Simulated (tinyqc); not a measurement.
Wannier function of the lower band of a two-orbital chain: one step. Centre and spread in real space. Three cases, with inputs chosen for the exercise.

Question. Point-like orbitals at R (A) and R + xb (B): centre <x>, spread <x^2> - <x>^2.

Give: centre in units of a; centre in angstrom; spread.

Case 1.

Values chosen: xb = 0.46 a (position of B (A at 0)); a = 3.5 angstrom (period).

Amplitudes:
```
R        on A       on B
-3  -0.000116   0.000062
-2   0.001495  -0.001001
-1  -0.023756   0.023280
0    0.664825   0.745984
1    0.013983  -0.014460
2   -0.000572   0.001066
3    0.000034  -0.000088
4    0.000007   0.000003
```

Answer.

centre in units of a = 0.256
centre in angstrom = 0.895
spread = 0.659 angstrom^2

Case 2.

Values chosen: xb = 0.54 a (position of B (A at 0)); a = 3.6 angstrom (period).

Amplitudes:
```
R        on A       on B
-2   0.022165  -0.022574
-1  -0.071984   0.127097
0    0.804501   0.566060
1    0.049641  -0.083563
2   -0.003900   0.022573
3   -0.006745  -0.001255
```

Answer.

centre in units of a = 0.173
centre in angstrom = 0.624
spread = 1.268 angstrom^2

Case 3.

Values chosen: xb = 0.49 a (position of B (A at 0)); a = 5.9 angstrom (period).

Amplitudes:
```
R        on A       on B
-2   0.017303  -0.015910
-1  -0.082422   0.098291
0    0.849640   0.508132
1    0.044922  -0.029053
2   -0.002813   0.004206
3   -0.003700   0.002477
```

Answer.

centre in units of a = 0.117
centre in angstrom = 0.692
spread = 2.213 angstrom^2

Computed by tinyqc, one run a case: `OMP_NUM_THREADS=1 python tinyqc.py N N+1 out.jsonl` with N = 1480249, 1480840, 1481377; one thread of a shared Intel(R) Xeon(R) Processor @ 2.30GHz, about 0.1 s a run at most.
